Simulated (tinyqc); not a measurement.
Luttinger-Kohn k.p, four valence bands, step by step. One step of it, computed by the program tinyqc.

Problem. Levels at k. Diagonalise the Hermitian matrix.

H(k) at k (eV):
```
                      3/2                  1/2                -1/2                -3/2
3/2              0.102828  -0.016574-0.038673i  0.028442-0.044623i            0.000000
1/2   -0.016574+0.038673i             0.066308            0.000000  0.028442-0.044623i
-1/2   0.028442+0.044623i             0.000000            0.066308  0.016574+0.038673i
-3/2             0.000000   0.028442+0.044623i  0.016574-0.038673i            0.102828
```

Give: eigenvalues.

Solution.

eigenvalues (eV): 0.0145  0.0145  0.1546  0.1546
